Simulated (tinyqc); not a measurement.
# Contact resistivity and sheet resistance from two contact lengths

Problem. Rc = [sqrt(rc Rsh)/Wc] coth(Lc/(2 LT)), LT = sqrt(rc/Rsh), Wc = 30 nm; the second contact is twice as long as the first. Find LT, rc and Rsh.

Rc for Lc = 23 and 46 nm (ohm): [241.841236, 150.949501]

Answer. With t = tanh(Lc/(2 LT)) for the shorter contact, the resistance of the longer over that of the shorter is (1 + t^2)/2. Then sqrt(rc Rsh) = Rc t Wc, and rc and Rsh follow by multiplying and dividing by LT.

LT = 21.02 nm
rc = 7.600e-10 ohm cm^2
Rsh = 172.0 ohm

Numbers from tinyqc (`OMP_NUM_THREADS=1 python tinyqc.py 2170116 2170117 out.jsonl`; about 0.1 s on one thread of a shared Intel Xeon 2.30GHz).
